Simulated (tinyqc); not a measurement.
Inside a calculation. Method: one-electron ion in a basis of Gaussians. One step of it, computed by the program tinyqc.

Task: Matrices over normalised Gaussians. With p = a_i + a_j and I(k) = Gamma((k+1)/2) / (2 p^((k+1)/2)): S = I(2l+2), T = (2l+3) a_i a_j S / p, V = -Z I(2l+1), each divided by sqrt(S_ii S_jj).

exponents of r^l exp(-a r^2) (1/bohr^2): 1.872000  6.203000  20.550000  68.100000  225.700000

Z = 5

l = 0

Give: S; T; V.

Result:

S, lower triangle:
```
,1,2,3,4,5
1,1.000
2,0.775,1.000
3,0.412,0.775,1.000
4,0.183,0.411,0.775,1.000
5,0.077,0.183,0.411,0.775,1.000
```

T (hartree), lower triangle:
```
,1,2,3,4,5
1,2.808
2,3.345,9.305
3,2.118,11.084,30.825
4,1.002,7.018,36.720,102.150
5,0.428,3.320,23.245,121.681,338.550
```

V (hartree), lower triangle:
```
,1,2,3,4,5
1,-10.917
2,-12.431,-19.872
3,-10.993,-22.629,-36.170
4,-8.652,-20.011,-41.187,-65.844
5,-6.535,-15.749,-36.421,-74.977,-119.869
```
